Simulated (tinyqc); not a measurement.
# Strained alloy layer of GaSb and GaAs on (001) InP, model-solid band line-up, step by step

Program tinyqc, `OMP_NUM_THREADS=1 python tinyqc.py 2690125 2690126 out.jsonl`; Intel Xeon 2.30GHz, shared host, one thread, about 0.01 s. Printed values are rounded.

The layer is x parts of the first compound and 1 - x of the second, grown coherently on the third as substrate and barrier. Rows of the table: lattice constant a, average valence level Ea on an absolute scale, spin-orbit splitting so, gaps at Gamma, X and L, hydrostatic deformation potentials av and ac (Gamma), shear potential b, elastic constants, electron and heavy-hole (along z) masses. All are interpolated linearly in x; gaps get -C x (1 - x), taken wholly in the conduction band; real line-ups can differ from this model by 0.1 eV or more.

Values chosen for this exercise:

| symbol | value | unit | meaning |
|---|---|---|---|
| x | 0.57 |  | fraction of the first compound in the layer |
| CG | 1.43 | eV | bowing of the Gamma gap |
| CX | 1.2 | eV | bowing of the X gap |
| CL | 1.2 | eV | bowing of the L gap |

## Relaxed alloy and strain

Binary compounds, values chosen for the exercise:
```
              close to GaSb  close to GaAs  close to InP
a (angstrom)          6.096          5.653         5.869
Ea (eV)               -6.25          -6.92         -7.04
so (eV)                0.75          0.343         0.111
EG (eV)               0.719           1.41          1.36
EX (eV)                1.03           1.93           2.2
EL (eV)               0.809           1.73          1.94
av (eV)               0.781           1.15          1.28
ac (eV)               -6.82          -7.18         -5.02
b (eV)                -1.99           -1.7          -1.7
c11 (GPa)              87.6            120           100
c12 (GPa)              40.8           53.6          56.3
me (m0)              0.0389         0.0671          0.08
mh (m0)               0.253          0.351         0.524
```

In-plane strain e = (a_substrate - a)/a, e_z = -2 (c12/c11) e, volume change 2 e + e_z.

a = 5.90551 angstrom
Gamma gap = 0.665637 eV
X gap = 1.12288 eV
L gap = 0.910910 eV
e = -0.618236 %
e_z = 0.563897 %
volume change = -0.672575 %

The relaxed alloy has its lowest gap at Gamma (direct). The layer is under compressive in-plane strain.

## Band edges and offsets

In-plane strain e = (a_substrate - a)/a, e_z = -2 (c12/c11) e, volume change 2 e + e_z. With v = 2 e + e_z and d = 2 b (e_z - e): Eav = Ea + av v; E_hh = Eav + so/3 - d/2; E_lh = Eav - so/6 + d/4 + sqrt(so^2 + so d + 9 d^2/4)/2; E_c = Ea + so/3 + EG + ac v (Gamma). Substrate: E_v = Ea + so/3, E_c = E_v + EG. Well depths: dEc = E_c(substrate) - E_c, dEhh = E_hh - E_v(substrate), dElh likewise; strained Gamma gap E_c - max(E_hh, E_lh); positive values confine carriers in the layer.

d = -0.0441007 eV
E_hh = -6.33071 eV
E_lh = -6.37305 eV
E_c = -5.63389 eV
strained Gamma gap = 0.696817 eV
dEc = -0.00911110 eV
dEhh = 0.672294 eV
dElh = 0.629946 eV

The heavy-hole band lies on top, by 42.3 meV. At Gamma the line-up is type II, holes in the layer and electrons outside.

## Critical thickness

In-plane strain e = (a_substrate - a)/a. Matthews-Blakeslee for 60-degree dislocations in a single layer: hc = k (ln(hc/bv) + 1), k = bv (1 - nu/4)/(4 pi |e| (1 + nu)), nu = c12/(c11 + c12), bv = a/sqrt(2); the larger root.

nu = 0.313212
bv = 0.417583 nm
hc = 17.9632 nm

The layer, Lw = 4.1 nm, is thinner than hc, so it stays coherent by this criterion.
